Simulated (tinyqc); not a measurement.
## Quantum-well laser, gain and threshold: effect of the temperature

One electron and one heavy-hole subband per well, parabolic, with equal sheet densities n of electrons and holes; k-conserving transitions, TE polarisation, no line broadening, so the gain starts as a step at E0 and peaks there. All wells are pumped alike.

Nc = me kB T/(pi hbar^2), Nv = mh kB T/(pi hbar^2), mr = me mh/(me + mh) in m0, g0(E) = q^2 Ep mr/(4 nr eps0 c hbar E Lw) (squared momentum element m0 Ep/4, joint density of states mr/(pi hbar^2 Lw) for both spins). Peak gain g(n) = g0(E0)[1 - exp(-n/Nc) - exp(-n/Nv)]. Mirror loss am = ln(1/(R1 R2))/(2 Lc); threshold gain gth = (ai + am)/(Nw Gw). nth solves g(n) = gth and ntr solves g(n) = 0. Jth = q Nw (A n + B n^2 + C n^3)/eta at n = nth, Ith = Jth Wd Lc; differential efficiency of both facets eta am/(ai + am).

Values chosen for this exercise; well values close to those of gallium arsenide: lowest transition energy E0 = 1.42 eV; in-plane electron mass me = 0.067 m0; in-plane hole mass mh = 0.354 m0; Kane energy Ep = 27.9 eV; refractive index nr = 3.81; well width Lw = 8 nm; number of wells Nw = 3; optical confinement per well Gw = 0.028; internal loss ai = 15 1/cm; cavity length Lc = 750 um; front reflectance R1 = 0.05; back reflectance R2 = 0.3; defect recombination coefficient A = 6.2e7 1/s; radiative coefficient per well B = 5.1e-5 cm^2/s; Auger coefficient per well C = 1.8e-17 cm^4/s; injection efficiency eta = 0.93; stripe width Wd = 3 um.

Constants: q = 1.602176634e-19 C, kB = 1.380649e-23 J/K, eps0 = 8.8541878128e-12 F/m, hbar = 1.054571817e-34 J s, m0 = 9.1093837015e-31 kg, c = 299792458 m/s. Results are converted to the units shown.

The same in every row: gth (1/cm) = 511.9; differential efficiency = 0.6056.

Effect of the temperature:

| T (K) | ntr (cm^-2) | nth (cm^-2) | Jth (A/cm^2) | Ith (mA) |
|---|---|---|---|---|
| 200 | 6.925e11 | 7.748e11 | 44.97 | 1.012 |
| 230 | 7.964e11 | 8.910e11 | 56.05 | 1.261 |
| 260 | 9.003e11 | 1.007e12 | 68.52 | 1.542 |
| 290 | 1.004e12 | 1.123e12 | 82.45 | 1.855 |
| 320 | 1.108e12 | 1.240e12 | 97.95 | 2.204 |
| 350 | 1.212e12 | 1.356e12 | 115.1 | 2.589 |
| 380 | 1.316e12 | 1.472e12 | 134.0 | 3.014 |
| 410 | 1.420e12 | 1.588e12 | 154.7 | 3.480 |

As T goes from 200 to 410 K, gth stays at 512 1/cm, Jth rises from 45.0 to 155 A/cm^2 and Ith rises from 1.01 to 3.48 mA. With A, B, C and the losses fixed, ntr and nth are proportional to T; written as exp(T/T0), Jth has T0 = 170 K over the range.

Range of the model: The second hole subband, left out here, lies within about 2 Vt of the first in a well this wide.

tinyqc, about 0.01 s, one thread, Intel Xeon 2.30GHz (shared host): `OMP_NUM_THREADS=1 python tinyqc.py 2840018 2840019 out.jsonl`
